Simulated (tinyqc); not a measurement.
## Inductance and parasitic capacitance from two readings

Inverse problem. A loss-free coil L in parallel with C shows the apparent inductance L/(1 - w^2 L C), w = 2 pi f. Find L, C and the self-resonance 1/(2 pi sqrt(L C)).

apparent inductance at 3.4 and 8.4 GHz (nH): 2.2008837  4.5158901

Answer. The inverse of the reading is 1/L - w^2 C, a straight line in w^2.

L = 2.00 nH
C = 100 fF
self-resonance = 11.3 GHz

Program tinyqc, `OMP_NUM_THREADS=1 python tinyqc.py 2302044 2302045 out.jsonl`; Intel Xeon 2.30GHz, shared host, one thread, about 0.01 s.
